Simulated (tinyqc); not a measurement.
Worked calculation: heterojunction of two tight-binding chains. Values are carried at full precision from step to step, so a last printed digit may differ when a step is redone from the rounded ones.

Left chain: hopping -t1, sites at 2 t1 (band bottom 0). Right chain: hopping -t2, sites at dE + 2 t2 (bottom dE). t = c/(m a^2), c = hbar^2/2m0. The bond across the interface is -tc with tc = f sqrt(t1 t2), and the last left site has the extra energy U. In a chain E = bottom + 2t (1 - cos(ka)); the surface Green function of a half chain is g = -exp(ika)/t, with Im k > 0 where cos(ka) > 1.

Constants: hbar^2/2m0 = 3.80998211 eV angstrom^2.

Parameters, chosen for this exercise (masses and offset of the size met at InGaAs / InAlAs; the results hold for these values, not for the real material): a = 4 angstrom (site spacing); m1 = 0.042 m0 (mass on the left); m2 = 0.069 m0 (mass on the right); f = 1 (factor on the interface hopping); dE = 0.54 eV (band offset); E = 0.637 eV (electron energy); U = -0.24 eV (extra energy on the last left site).

## Hoppings

Form t1, t2 and tc.

t1 = 5.6696 eV
t2 = 3.4511 eV
tc = 4.4234 eV

## Wave numbers and velocities

The left chain has hopping t1 and band bottom 0, the right one t2 and dE. cos(ka) = 1 - (E - bottom)/(2t); dE/dk = 2 t a sin(ka).

ka (rad): left 0.33678, right 0.16785

dE/dk (eV angstrom): left 14.9882, right 4.6123

## Self-energies on the last left site

Hoppings t1 (left), t2 (right), tc (interface); g is the surface Green function of a half chain. The rest of the left chain gives S1 = t1^2 g1 = -t1 exp(i k1 a); the right chain gives S2 = tc^2 g2 = -(tc^2/t2) exp(i k2 a).

S1 = -5.35112-1.87353i eV
S2 = -5.58994-0.94718i eV

## Transmission

The last site of the left chain has energy 2 t1 + U, and S1, S2 are the self-energies of the two half chains on it. G = 1/(E - 2 t1 - U - S1 - S2); T = 4 Im(S1) Im(S2) |G|^2.

G = 0.0585-0.3446i 1/eV
T = 0.8672

A fraction 0.1328 is reflected although the electron lies above the step.

## Checks

- T from the Green function against 1 - |r|^2 from matching plane waves: both 0.867158.

Program tinyqc; command `OMP_NUM_THREADS=1 python tinyqc.py 1481751 1481752 out.jsonl`; about 0.01 s on one thread of a shared Intel(R) Xeon(R) Processor @ 2.30GHz.
